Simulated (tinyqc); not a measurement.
The integration grid: Kohn-Sham B3LYP on finer and finer grids in the 6-311g basis, for H2+, spin multiplicity 2. Computed by the program tinyqc with PySCF. Command: `OMP_NUM_THREADS=1 python tinyqc.py 113930 113931 out.jsonl`; one thread of a shared host (Intel(R) Xeon(R) Processor @ 2.60GHz), about 4 s.

Geometry (angstrom):
```
atom,x,y,z
H,0.0000,0.0000,0.0000
H,0.0000,0.0000,0.8620
```

Self-consistent on each grid; the net force on the molecule should vanish.

Kohn-Sham energy on Becke grids (radial x angular points per atom):
```
grid,points,residual of the electron count,E (hartree),E - finest (mhartree),largest net force without grid terms (hartree/bohr)
10 x 14,280,5.36e-03,-0.58950,-1.15383,5.55e-17
15 x 26,780,-6.14e-04,-0.58869,-0.34113,5.55e-17
20 x 50,2000,1.87e-06,-0.58835,-0.00416,1.11e-16
30 x 86,5158,8.58e-06,-0.58835,-0.00337,5.55e-17
50 x 194,19396,-8.29e-09,-0.58834,0.00000,2.59e-18
75 x 302,45294,2.11e-09,-0.58834,0.00000,2.47e-17
120 x 590,141492,7.28e-11,-0.58834,0.00000,5.55e-17
```

The energy is within 0.1 mhartree of the finest grid first at 20 x 50. The error has one sign here, though quadrature is not variational. The net force vanishes by symmetry here, so only the electron count signals a poor grid.
